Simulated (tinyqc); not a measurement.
Atomic layer deposition: Langmuir saturation, growth per cycle and coating of deep features: one step, computed by the program tinyqc. Command: `OMP_NUM_THREADS=1 python tinyqc.py 3006969 3006970 out.jsonl ald walk`. One thread of a shared host (Intel(R) Xeon(R) Processor @ 2.30GHz), about 0.01 s of CPU time with the checks.

Precursor A sticks only on free sites, so a long enough pulse saturates; co-reactant B then frees the sites again.

Question. Steady growth per cycle. One cycle from coverage th0: pulse A gives th1 = th_s + (th0 - th_s) exp(-(k_a + k_d) t), th_s = k_a/(k_a + k_d); the purge leaves th2 = th1 exp(-k_d t_p); pulse B converts c_B th2 into film and leaves th3 = (1 - c_B) th2. Growth = G c_B th2. The periodic state has th0 = th3: th0 = (1 - c_B) e_p th_s (1 - e_a)/(1 - (1 - c_B) e_p e_a), with e_a = exp(-(k_a + k_d) t), e_p = exp(-k_d t_p). Share of impinging molecules used = q (th1 - th0)/(F t).

Inputs (values chosen for the exercise, modelled on silicon dioxide from an aminosilane and ozone):
```
quantity                              value      unit
site density q                          2.7    1/nm^2
growth per cycle at saturation G        1.1  angstrom
temperature T                           350         C
pulse time t                          0.021         s
co-reactant completion per pulse c_B   0.95         -
purge time t_p                          4.6         s
```

k_a = 22.28574 1/s

k_d = 0.04018832 1/s

flux F = 37607.18 1/(nm^2 s)

Give: coverage after pulse A; growth per cycle; share of impinging molecules used.

Answer.

coverage after pulse A = 0.3836

growth per cycle = 0.3332 angstrom

share of impinging molecules used = 0.001257

The pulse is 0.47 filling times long: not fully saturated, so thickness still depends somewhat on the local dose. Desorption in the purge removes 16.9 % of the layer: the temperature window closes from above. Caution: many metal-organic precursors decompose at such temperatures, which adds growth left out here.
